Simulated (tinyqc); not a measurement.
Interlayer thickness: switching kinetics of a ferroelectric film and the memory window of a ferroelectric gate stack. Computed by tinyqc, a small Python program. Command: `OMP_NUM_THREADS=1 python tinyqc.py 3017677 3017678 out.jsonl feswitch walk`. One thread of a shared host (Intel(R) Xeon(R) Processor @ 2.30GHz), about 0.01 s of CPU time with the checks.

Fields in MV/cm; 1 microcoulomb/cm^2 over eps_0 is 11.29409 MV/cm. In the stack (metal, ferroelectric, interlayer, channel) the channel is taken as a conductor.

Inputs (values chosen for the exercise, for a model hafnia-based film):
```
quantity                                 value               unit
saturation polarisation P_s                 25  microcoulomb/cm^2
ratio P_r/P_s                             0.74                  -
coercive field E_c                        0.94              MV/cm
permittivity of the ferroelectric eps_F     23                  -
thickness t_F                               11                 nm
permittivity of the interlayer eps_I       3.9                  -
share s of P screened by trapped charge   0.69                  -
pulse height V                               3                  V
breakdown field of the interlayer           16              MV/cm
```

Method. Series stack: V = E_F t_F + E_I t_I and eps_I E_I = eps_F E_F + (1 - s) P/eps_0. E_I is for P = +P_s at the pulse height, the depolarising field for P = +P_r at V = 0; V needed puts E_F = 1.5 E_c after switching.

Stack against t_I:
```
t_I (nm)  E_F after (MV/cm)  E_I (MV/cm)  depolarising field / E_c  V needed (V)
0.3                  1.8221       33.189                    0.4151         2.474
0.5                  1.3462       30.383                    0.6333         3.089
0.8                  0.7663       26.963                    0.8993         4.012
1.2                  0.1697       23.444                    1.1729         5.242
1.6                 -0.2892       20.738                    1.3833         6.472
2.0                 -0.6531       18.592                    1.5502         7.703
3.0                 -1.3011       14.771                    1.8473        10.779
```

Each nanometre of interlayer costs 3.08 V, against 0.14 V for a nanometre of ferroelectric. The depolarising field grows from 0.42 to 1.85 E_c. At E_F = 1.5 E_c the interlayer carries (1.5 eps_F E_c + (1 - s) P_s/eps_0)/eps_I = 30.8 MV/cm whatever its thickness, above its breakdown field of 16 MV/cm, so the voltages in the last column could not be applied without breakdown. Caution: rows with E_I above the breakdown field of the interlayer cannot be reached without charge injection. Caution: where E_F after switching is below E_c the switching stalls before P_s, and where the depolarising field exceeds E_c the state switches back, so those rows describe states that are not held.
